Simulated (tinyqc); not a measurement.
Raman shift of the zone-centre optical phonon of a diamond-structure crystal under stress: one step, computed by the program tinyqc.

Axes x, y, z are the cube axes. Strain shifts the threefold optical mode and can split it; p, q and r are the phonon deformation potentials.

Task: Mean shift and Grueneisen parameter. gamma = -(p + 2q)/(6 omega_0^2); the mean of the three shifts is -gamma omega_0 x (volume strain).

Inputs (values chosen for the exercise, modelled on germanium): unstrained frequency omega_0 = 301.2 1/cm; p/omega_0^2 = -1.49; q/omega_0^2 = -1.87.

Stress state: hydrostatic. Axis: none.

volume strain = -4.806836 per mille

Give: mode Grueneisen parameter gamma; mean shift.

Result:

mode Grueneisen parameter gamma = 0.8717

mean shift = 1.262 1/cm
